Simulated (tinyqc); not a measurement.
Worked calculation: CCSD on RHF in the cc-pvdz basis, for He, spin multiplicity 1. One step of it, computed by the program tinyqc.

Task: Iteration 1: building the Fock matrix. J_ij = sum D_kl (ij|kl), K_ij = sum D_kl (ik|jl); F = H + J - 0.5 K; E = tr D H + tr D J / 2 - 0.25 tr D K + E_nn.

D at the start, lower triangle:
```
,1He 1s,1He 2s,1He 2px,1He 2py,1He 2pz
1He 1s,1.195448
1He 2s,0.481457,0.193903
1He 2px,0.000000,0.000000,0.000000
1He 2py,0.000000,0.000000,0.000000,0.000000
1He 2pz,0.000000,0.000000,0.000000,0.000000,0.000000
```

core Hamiltonian H = T + V (hartree), lower triangle:
```
,1He 1s,1He 2s,1He 2px,1He 2py,1He 2pz
1He 1s,-1.880253
1He 2s,-1.545789,-1.294671
1He 2px,0.000000,0.000000,0.784997
1He 2py,0.000000,0.000000,0.000000,0.784997
1He 2pz,0.000000,0.000000,0.000000,0.000000,0.784997
```

Two-electron integrals (ij|kl) in chemists' order, unique and non-zero (hartree):
```
i,j,k,l,(ij|kl)
1,1,1,1,1.543036
2,1,1,1,0.784979
2,1,2,1,0.426774
2,2,1,1,0.803460
2,2,2,1,0.475908
2,2,2,2,0.615562
3,1,3,1,0.177307
3,2,3,1,0.142524
3,2,3,2,0.130008
3,3,1,1,1.099799
3,3,2,1,0.627782
3,3,2,2,0.734404
3,3,3,3,1.040531
4,1,4,1,0.177307
4,2,4,1,0.142524
4,2,4,2,0.130008
4,3,4,3,0.063706
4,4,1,1,1.099799
4,4,2,1,0.627782
4,4,2,2,0.734404
4,4,3,3,0.913119
4,4,4,4,1.040531
5,1,5,1,0.177307
5,2,5,1,0.142524
5,2,5,2,0.130008
5,3,5,3,0.063706
5,4,5,4,0.063706
5,5,1,1,1.099799
5,5,2,1,0.627782
5,5,2,2,0.734404
5,5,3,3,0.913119
5,5,4,4,0.913119
5,5,5,5,1.040531
```

nuclear repulsion = 0 hartree

Give: Coulomb J; exchange K; Fock matrix F; total energy of this density.

Result:

Coulomb J (hartree), lower triangle:
```
,1He 1s,1He 2s,1He 2px,1He 2py,1He 2pz
1He 1s,2.7563
1He 2s,1.4416,1.5381
1He 2px,0.0000,0.0000,2.0617
1He 2py,0.0000,0.0000,0.0000,2.0617
1He 2pz,0.0000,0.0000,0.0000,0.0000,2.0617
```

exchange K (hartree), lower triangle:
```
,1He 1s,1He 2s,1He 2px,1He 2py,1He 2pz
1He 1s,2.6832
1He 2s,1.6230,1.0878
1He 2px,0.0000,0.0000,0.3744
1He 2py,0.0000,0.0000,0.0000,0.3744
1He 2pz,0.0000,0.0000,0.0000,0.0000,0.3744
```

Fock matrix F (hartree), lower triangle:
```
,1He 1s,1He 2s,1He 2px,1He 2py,1He 2pz
1He 1s,-0.4656
1He 2s,-0.9157,-0.3005
1He 2px,0.0000,0.0000,2.6594
1He 2py,0.0000,0.0000,0.0000,2.6594
1He 2pz,0.0000,0.0000,0.0000,0.0000,2.6594
```

total energy of this density = -2.741897 hartree
